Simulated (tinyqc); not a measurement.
Bulk transistor, scale length and short-channel effects: one step of the calculation.

A gate, an insulator of thickness ti and a depleted layer of depth ts on a conducting body. Below threshold the potential that source and drain add obeys Laplace's equation and vanishes on the gate and at the bottom of the depleted layer. Its lowest mode decays along the channel as exp(-k y); k is the smallest positive root of the matching condition at the interface, and the scale length is Lambda = pi/k.

Task. Decay constant by Newton steps. f(k) = eps_r sin(k ti) cos(k ts) + ei cos(k ti) sin(k ts); f' by a central difference with +/- 1e-5 1/nm; k(new) = k - f/f'.

Parameters, values chosen for the exercise; permittivities: semiconductor made up, insulator close to that of aluminium oxide:
- eps_r = 12.3 (relative permittivity of the semiconductor)
- ei = 9.33 (relative permittivity of the insulator)
- ti = 2.3 nm (insulator thickness)
- ts = 24 nm (depletion depth)

k at the start = 0.12 1/nm

Give: f; f'; k after iteration 1.

Result.

f = -0.91623
f' = -256.73 nm
k after iteration 1 = 0.11643 1/nm

Program tinyqc, `OMP_NUM_THREADS=1 python tinyqc.py 2420141 2420142 out.jsonl`; Intel Xeon 2.30GHz, shared host, one thread, about 0.01 s.
